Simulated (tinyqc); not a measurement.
# Voltage drop against the factor on the load at the hot node

A grid of 25 by 25 nodes with segments Rx (rows) and Ry (columns); every node draws I1 and the central node kh I1; pads with resistance Rp sit at the nodes whose row and column are multiples of the pitch, counting from 0. The drops u = Vdd - V follow from G u = i, with G the conductance matrix and i the load currents, solved directly. Here the pitch is 3.

Values chosen for this exercise:
- Vdd = 0.9 V (supply voltage)
- Rx = 0.29 ohm (resistance of a horizontal segment)
- Ry = 0.21 ohm (resistance of a vertical segment)
- Rp = 0.12 ohm (resistance from a pad node to the supply)
- I1 = 0.06 mA (load current of a node in the large grid)

Results:
```
kh,pads,worst drop (mV),mean drop (mV),largest drop at a pad (mV),largest pad current (mA),worst drop over Vdd (%)
1,81,0.1013,0.08481,0.06433,0.5360,0.01126
2,81,0.1026,0.08491,0.06797,0.5664,0.01140
5,81,0.1066,0.08522,0.07890,0.6575,0.01185
10,81,0.1133,0.08573,0.09713,0.8094,0.01259
50,81,0.2429,0.08985,0.2429,2.024,0.02699
100,81,0.4252,0.09499,0.4252,3.543,0.04724
```

Estimate the missing row, kh = 20.

Computed row:
```
kh,pads,worst drop (mV),mean drop (mV),largest drop at a pad (mV),largest pad current (mA),worst drop over Vdd (%)
20,81,0.1336,0.08676,0.1336,1.113,0.01484
```

With this row back in the table: The worst drop rises from 0.101 to 0.425 mV and the mean drop rises from 0.0848 to 0.0950 mV. The central node is itself a pad. The drops are linear in the loads, so the mean grows by 1.03e-4 mV for each unit of kh in every row.

Program tinyqc, `OMP_NUM_THREADS=1 python tinyqc.py 2770149 2770150 out.jsonl`; Intel Xeon 2.30GHz, shared host, one thread, about 0.3 s.
